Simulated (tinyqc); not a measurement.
Fully depleted semiconductor-on-insulator film with two gates, non-linear Poisson equation by Newton steps: two steps of the calculation.

One dimension across the film, front interface at x = 0, back interface at x = ts. psi is counted from the intrinsic level, n = ni exp(psi/Vt) (source grounded), holes neglected, acceptors ionised. Gates act through Cox = eps0 eox/tox and Cbox = 3.9 eps0/tb with potentials G1 = Vg - (phiM - chi - Vt ln(Nc/ni)) and G2 = Vb - (phiB - chi - Vt ln(Nc/ni)). Classical Boltzmann densities, no interface charge, no depletion in the back plane.

Values chosen for this exercise; band and dielectric values close to those of In0.53Ga0.47As:
- T = 300 K (temperature)
- eox = 3.9 (relative permittivity of the gate insulator (close to silicon dioxide))
- tox = 0.92 nm (insulator thickness)
- ts = 19 nm (film thickness)
- tb = 14 nm (buried-oxide thickness (eps_r 3.9))
- Na = 1e15 cm^-3 (acceptor density of the film)

Constants: q = 1.602176634e-19 C, kB = 1.380649e-23 J/K, Vt = kB T/q, eps0 = 8.8541878128e-14 F/cm where lengths are in cm. Results are converted to the units shown.

Task 1. Newton step. Solve a d_(i-1) + b_i d_i + a d_(i+1) = -F_i for all nodes. Each component d is damped to sign(d) Vt ln(1 + |d|/Vt) before it is added.

a = 5.8297837 uF/cm^2

```
node  diagonal b (F/cm^2)  residual F (C/cm^2)  psi at the start (V)
0           -9.5845773e-6         2.5847831e-6                   0.2
1           -1.1662343e-5       -1.0558628e-10                   0.2
2           -1.1662343e-5       -1.0558628e-10                   0.2
3           -1.1662343e-5       -1.0558628e-10                   0.2
4           -1.1662343e-5       -1.0558628e-10                   0.2
5           -1.1662343e-5       -1.0558628e-10                   0.2
6           -1.1662343e-5       -1.0558628e-10                   0.2
7           -1.1662343e-5       -1.0558628e-10                   0.2
8           -1.1662343e-5       -1.0558628e-10                   0.2
9           -6.0778240e-6        -4.8382094e-7                   0.2
```

Wanted: Newton step d, before damping; psi after iteration 1.

Result 1.

```
node  Newton step d, before damping (V)  psi after iteration 1 (V)
0                                0.5668                     0.2810
1                                0.4884                     0.2773
2                                0.4104                     0.2731
3                                0.3325                     0.2680
4                                0.2548                     0.2617
5                                0.1773                     0.2533
6                                0.0998                     0.2409
7                                0.0224                     0.2161
8                               -0.0549                     0.1705
9                               -0.1323                     0.1532
```

Task 2. Density, residual and Jacobian diagonal. Nodes 0 to 9, h = ts/9, box widths w = h (h/2 at both ends), a = eps0 eps_r/h. F_i = a (psi_(i+1) - 2 psi_i + psi_(i-1)) - q w_i (n_i + Na); F_0 = a (psi_1 - psi_0) + Cox (G1 - psi_0) - q w_0 (n_0 + Na); F_9 = a (psi_8 - psi_9) + Cbox (G2 - psi_9) - q w_9 (n_9 + Na). Diagonal b_i = -2 a - q w_i n_i/Vt, with -a - Cox and -a - Cbox in place of -2 a at the ends.

psi after iteration 2, node 0 to 9 (V): [0.35731418, 0.34893638, 0.33926208, 0.32766893, 0.31303824, 0.29300796, 0.26091076, 0.20059402, 0.14203376, 0.11010108]
ni = 9.2645487e11 cm^-3
a = 5.8297837 uF/cm^2
G1 = 0.88866414 V
G2 = -1.7613359 V

Wanted: n; residual F; diagonal b.

Result 2.

```
node  n (cm^-3)  residual F (1e-6 C/cm^2)  diagonal b (F/cm^2)
0      9.320e17                     1.930            -1.019e-5
1      6.741e17                    -0.030            -1.254e-5
2      4.636e17                    -0.027            -1.227e-5
3      2.961e17                    -0.028            -1.205e-5
4      1.681e17                    -0.037            -1.188e-5
5      7.747e16                    -0.073            -1.176e-5
6      2.238e16                    -0.165            -1.169e-5
7      2.171e15                     0.010            -1.166e-5
8      2.254e14                     0.155            -1.166e-5
9      6.553e13                    -0.275            -6.076e-6
```

Program tinyqc, `OMP_NUM_THREADS=1 python tinyqc.py 2190091 2190092 out.jsonl`; Intel Xeon 2.30GHz, shared host, one thread, about 0.4 s.
